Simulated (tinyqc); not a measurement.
Hall effect and magnetoresistance of several carrier groups with constant relaxation times: one step, computed by the program tinyqc.

Group 1 has charge +e and group 2 charge +e; s_i is that sign. B lies along z; mu B is formed with mu in m^2/(V s).

Task: Conductivity of each group. sigma_xx = sum n_i e mu_i/(1 + mu_i^2 B^2); sigma_xy = sum s_i n_i e mu_i^2 B/(1 + mu_i^2 B^2).

Inputs (values chosen for the exercise, for a model conductor):
```
quantity,value,unit
density n1,8.6e+18,1/cm^3
mobility mu1,48000,cm^2/(V s)
density n2,4.1e+19,1/cm^3
mobility mu2,28000,cm^2/(V s)
magnetic field B,0.16,T
```

Carriers: light and heavy holes. Densities: per volume.

Constants: e = 1.602176634e-19 C.

Give: Parts (S/cm); sigma_xx; sigma_xy; sigma at B = 0.

Result:

Parts (S/cm):
```
group,mu B,sigma_xx,sigma_xy
group 1,0.768,41601,31949
group 2,0.448,1.5319e+05,68627
```

sigma_xx = 1.9479e+05 S/cm

sigma_xy = 1.0058e+05 S/cm

sigma at B = 0 = 2.5007e+05 S/cm
